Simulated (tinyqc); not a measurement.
# Threshold-voltage variability of a planar MOSFET, analytic estimates: two studies

Three independent sources add in quadrature: random dopants in the depleted layer, metal-gate grains of two orientations, and roughness of the two gate edges acting through the roll-off VT = VT(long) - Vr exp(-L/l). These are first-order estimates: no three-dimensional electrostatics, no percolation.

Inputs (values chosen for the exercise); material values close to those of germanium: temperature T = 300 K; band gap Eg = 0.668 eV; relative permittivity of the semiconductor eps_r = 16; conduction-band density of states at T Nc = 1.02e19 cm^-3; valence-band density of states at T Nv = 5.91e18 cm^-3; channel doping Na = 1.8e18 cm^-3; oxide-equivalent thickness in inversion ti = 1.3 nm; gate length L = 32 nm; gate width W = 59 nm; metal grain size G = 4 nm; work-function difference of the two grain orientations dW = 0.15 eV; share of the orientation of higher work function p = 0.6; rms roughness of one gate edge De = 1 nm; correlation length of the roughness La = 20 nm; decay length of the threshold roll-off l = 6.9 nm; prefactor of the roll-off Vr = 2.6 V.

Constants: q = 1.602176634e-19 C, kB = 1.380649e-23 J/K, Vt = kB T/q, eps0 = 8.8541878128e-14 F/cm where lengths are in cm. Results are converted to the units shown.

Each table varies one quantity; the others keep the values above.

## Effect of the oxide-equivalent thickness in inversion

ni = sqrt(Nc Nv) exp(-Eg/(2 Vt)), Eg in volts; Cox = 3.9 eps0/ti; Wd = sqrt(4 eps0 eps_r Vt ln(Na/ni)/(q Na)); dopants: s1 = (q/Cox) sqrt(Na Wd/(3 L W)). Grains: Ng = L W/G^2 (at least 1), s2 = dW sqrt(p (1 - p)/Ng). Edges, with exponential correlation and u = W/La: the mean gate length has sL^2 = 2 De^2 (2/u)[1 - (1 - exp(-u))/u]; s3 = sL (Vr/l) exp(-L/l). s = sqrt(s1^2 + s2^2 + s3^2). l and Vr are held fixed.

The same in every row: s2 (mV) = 6.765; s3 (mV) = 3.499.

Effect of the oxide-equivalent thickness in inversion:

| ti (nm) | s1 (mV) | s (mV) | s sqrt(L W) (mV um) |
|---|---|---|---|
| 0.8 | 10.28 | 12.79 | 0.5558 |
| 1.2 | 15.42 | 17.20 | 0.7472 |
| 1.6 | 20.56 | 21.92 | 0.9525 |
| 2 | 25.69 | 26.80 | 1.164 |
| 2.4 | 30.83 | 31.76 | 1.380 |
| 2.8 | 35.97 | 36.77 | 1.598 |
| 3.2 | 41.11 | 41.81 | 1.817 |

Read the table: what changes, and by how much?

As ti goes from 0.8 to 3.2 nm, s rises from 12.8 to 41.8 mV. The dopants are the largest source in the first and the last row. s1 goes on average as ti^(1.00).

## Effect of the correlation length of the roughness

Same model as above.

l and Vr are held fixed.

The same in every row: s1 (mV) = 16.70; s2 (mV) = 6.765.

Effect of the correlation length of the roughness:

| La (nm) | s3 (mV) | s (mV) | s sqrt(L W) (mV um) |
|---|---|---|---|
| 2 | 1.320 | 18.07 | 0.7851 |
| 5 | 2.032 | 18.13 | 0.7879 |
| 10 | 2.738 | 18.23 | 0.7919 |
| 20 | 3.499 | 18.36 | 0.7976 |
| 40 | 4.149 | 18.49 | 0.8035 |
| 80 | 4.595 | 18.60 | 0.8080 |
| 160 | 4.860 | 18.66 | 0.8109 |

What does the comparison show?

As La goes from 2 to 160 nm, s rises from 18.1 to 18.7 mV. The dopants are the largest source in the first and the last row. The edge term s3 rises from 1.32 to 4.86 mV: a longer correlation averages out less along the width.

Computed by the program tinyqc: `OMP_NUM_THREADS=1 python tinyqc.py 2090106 2090107 out.jsonl`, one thread of a shared Intel Xeon 2.30GHz, about 0.01 s for the whole run.
